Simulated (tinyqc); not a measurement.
Semiconductor laser, carrier and photon rate equations: two steps of the calculation.

Carrier density N and photon density S in one mode: dN/dt = F1 = eta I/(q V) - (A N + B N^2 + C N^3) - vg g S; dS/dt = F2 = G vg g S + G be B N^2 - S/tp, with g = g0 ln(N/Ntr)/(1 + ec S). Output power P = Fo Eph S V/(G tp). No heating, no carrier transport.

Inputs (values chosen for the exercise): active volume V = 1.1e-11 cm^3; confinement factor G = 0.071; group velocity vg = 7.36e9 cm/s; gain coefficient g0 = 1500 1/cm; transparency density Ntr = 1.4e18 cm^-3; gain compression ec = 1.4e-17 cm^3; photon lifetime tp = 2.9 ps; defect recombination coefficient A = 2.4e8 1/s; radiative coefficient B = 8.2e-11 cm^3/s; Auger coefficient C = 5e-30 cm^6/s; share of spontaneous emission into the mode be = 0.00017; injection efficiency eta = 0.72; share of cavity losses that is output Fo = 0.47; photon energy Eph = 1.46 eV; drive current I = 9 mA; time step dt = 4 ps.

Constants: q = 1.602176634e-19 C. Results are converted to the units shown.

Question 1. Power, relaxation frequency, damping and bandwidth. Jacobian, with a = g0/(N (1 + ec S)) and d = g/(1 + ec S): J11 = -(A + 2 B N + 3 C N^2) - vg a S, J12 = -vg d, J21 = G vg a S + 2 G be B N, J22 = G vg d - 1/tp. wR^2 = det J, gamma = -trace J, fR = wR/(2 pi); the response wR^2/(wR^2 - w^2 + i gamma w) falls to 1/sqrt(2) at w^2 = x + sqrt(x^2 + wR^4), x = wR^2 - gamma^2/2 (f3dB = w/(2 pi)).

N = 2.181081218e18 cm^-3
S = 5.582898919e14 cm^-3

Find: P; fR; gamma; f3dB.

Answer 1.

P = 3.279 mW
fR = 4.954 GHz
gamma = 6.156 1/ns
f3dB = 7.643 GHz

Question 2. One Runge-Kutta step of a transient. y = (N, S), k1 = F(y), k2 = F(y + dt k1/2), k3 = F(y + dt k2/2), k4 = F(y + dt k3), y(new) = y + dt (k1 + 2 k2 + 2 k3 + k4)/6.

(N, S) at the start: N (1e18 cm^-3) 2.225, S (1e15 cm^-3) 0.279

Find: slopes per ps, N in 1e18 and S in 1e15 cm^-3; (N, S) after the step.

Answer 2.

slopes per ps, N in 1e18 and S in 1e15 cm^-3:
```
       dN/dt     dS/dt
k1  0.001260  0.004720
k2  0.001207  0.005121
k3  0.001203  0.005123
k4  0.001146  0.005541
```

(N, S) after the step: N (1e18 cm^-3) 2.230, S (1e15 cm^-3) 0.2995

Computed by the program tinyqc: `OMP_NUM_THREADS=1 python tinyqc.py 2840023 2840024 out.jsonl`, one thread of a shared Intel Xeon 2.30GHz, about 0.01 s for the whole run.
